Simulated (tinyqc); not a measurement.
From results back to parameters: exchange-split free-electron bands and tunnelling magnetoresistance. Five cases, with inputs chosen for the exercise.

Problem. The electron density n_up + n_dn and the polarisation of the density of states, P = (k_up - k_dn)/(k_up + k_dn), are given; EF and Dx are hidden.

Majority and minority bands E = c k^2/m -/+ Dx/2, c = hbar^2/2m0, so k_up = sqrt(m (EF + Dx/2)/c), k_dn = sqrt(m (EF - Dx/2)/c); n_s = k_s^3/(6 pi^2), D_s = m k_s/(4 pi^2 c).

Constants: hbar^2/2m0 = 3.80998211 eV angstrom^2.

Find: k_up, k_dn; EF; Dx.

Method. k_dn/k_up = (1 - P)/(1 + P); n then fixes k_up; EF is the mean and Dx the difference of the two kinetic energies.

Case 1.

Values chosen: m = 1.33 m0 (mass in the electrodes).
n = 0.0844270 1/angstrom^3
P = 0.153744

Solution.

k_up, k_dn (1/angstrom): 1.5305  1.1226

EF = 5.16 eV
Dx = 3.10 eV

Case 2.

Values chosen: m = 1.4 m0 (mass in the electrodes).
n = 0.137524 1/angstrom^3
P = 0.506529

Solution.

k_up, k_dn (1/angstrom): 1.9889  0.6515

EF = 5.96 eV
Dx = 9.61 eV

Case 3.

Values chosen: m = 0.85 m0 (mass in the electrodes).
n = 0.0451079 1/angstrom^3
P = 0.311299

Solution.

k_up, k_dn (1/angstrom): 1.3263  0.6966

EF = 5.03 eV
Dx = 5.71 eV

Case 4.

Values chosen: m = 1.01 m0 (mass in the electrodes).
n = 0.0517268 1/angstrom^3
P = 0.496164

Solution.

k_up, k_dn (1/angstrom): 1.4343  0.4830

EF = 4.32 eV
Dx = 6.88 eV

Case 5.

Values chosen: m = 1.22 m0 (mass in the electrodes).
n = 0.0957737 1/angstrom^3
P = 0.297910

Solution.

k_up, k_dn (1/angstrom): 1.6981  0.9186

EF = 5.82 eV
Dx = 6.37 eV

Computed by tinyqc, one run a case: `OMP_NUM_THREADS=1 python tinyqc.py N N+1 out.jsonl` with N = 1680163, 1680212, 1680234, 1680302, 1680328; one thread of a shared Intel(R) Xeon(R) Processor @ 2.30GHz, about 0.01 s a run at most.
